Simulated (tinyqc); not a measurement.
On-chip power grid, static voltage drop by conjugate gradients: one step of the calculation.

A grid of 3 rows and 4 columns, node k = 4 row + column. Neighbours in a row are joined by Rx, in a column by Ry; pad nodes, which reach the supply through Rp: 0. Each node draws I0, node 8 draws kh I0. The drops u = Vdd - V solve G u = i, with G the conductance matrix (1/Rp added on the diagonal at pad nodes).

Task. Conjugate-gradient step. q = G p; with z = r/G_kk: a = (r.z)/(p.q); u(new) = u + a p; r(new) = r - a q; b = (r.z)(new)/(r.z); p(new) = z(new) + b p.

Inputs (values chosen for the exercise):
```
symbol,value,unit,meaning
Rx,0.52,ohm,resistance of a horizontal segment
Ry,0.36,ohm,resistance of a vertical segment
Rp,0.068,ohm,resistance from a pad node to the supply
```

u after iteration 1 (mV):

|  | col 0 | col 1 | col 2 | col 3 |
|---|---|---|---|---|
| row 0 | 0.2724702 | 0.7982808 | 0.7982808 | 1.1248502 |
| row 1 | 0.7070487 | 0.5624251 | 0.5624251 | 0.7070487 |
| row 2 | 3.3745507 | 0.7982808 | 0.7982808 | 1.1248502 |

r after iteration 1 (mA):

|  | col 0 | col 1 | col 2 | col 3 |
|---|---|---|---|---|
| row 0 | 0.2114221 | 0.3336710 | 1.9728634 | 0.2114221 |
| row 1 | 7.9244429 | 3.5884317 | 3.5884317 | 4.0429972 |
| row 2 | -6.3640929 | 6.2992105 | 1.9728634 | 0.2114221 |

p after iteration 1 (mV):

|  | col 0 | col 1 | col 2 | col 3 |
|---|---|---|---|---|
| row 0 | 0.2269183 | 0.6832789 | 0.9307441 | 0.9367965 |
| row 1 | 1.6201845 | 0.8275893 | 0.8275893 | 1.1011798 |
| row 2 | 1.3216475 | 1.5838830 | 0.9307441 | 0.9367965 |

Give: q; a; u after iteration 2; r after iteration 2; b; p after iteration 2.

Result.

q (mA):

|  | col 0 | col 1 | col 2 | col 3 |
|---|---|---|---|---|
| row 0 | -1.4108 | 0.0009 | 0.7508 | -0.4450 |
| row 1 | 6.2237 | -3.2242 | -1.0992 | 1.4394 |
| row 2 | -1.3336 | 3.8612 | -0.9811 | -0.4450 |

a = 2.6310

u after iteration 2 (mV):

|  | col 0 | col 1 | col 2 | col 3 |
|---|---|---|---|---|
| row 0 | 0.8695 | 2.5960 | 3.2471 | 3.5896 |
| row 1 | 4.9698 | 2.7398 | 2.7398 | 3.6043 |
| row 2 | 6.8519 | 4.9655 | 3.2471 | 3.5896 |

r after iteration 2 (mA):

|  | col 0 | col 1 | col 2 | col 3 |
|---|---|---|---|---|
| row 0 | 3.923 | 0.331 | -0.003 | 1.382 |
| row 1 | -8.450 | 12.071 | 6.481 | 0.256 |
| row 2 | -2.855 | -3.860 | 4.554 | 1.382 |

b = 1.3129

p after iteration 2 (mV):

|  | col 0 | col 1 | col 2 | col 3 |
|---|---|---|---|---|
| row 0 | 0.5001 | 0.9471 | 1.2216 | 1.5240 |
| row 1 | 0.9972 | 2.3705 | 1.7758 | 1.4800 |
| row 2 | 1.1278 | 1.4968 | 1.9095 | 1.5240 |

Program tinyqc, `OMP_NUM_THREADS=1 python tinyqc.py 2770121 2770122 out.jsonl`; Intel Xeon 2.30GHz, shared host, one thread, about 0.3 s.
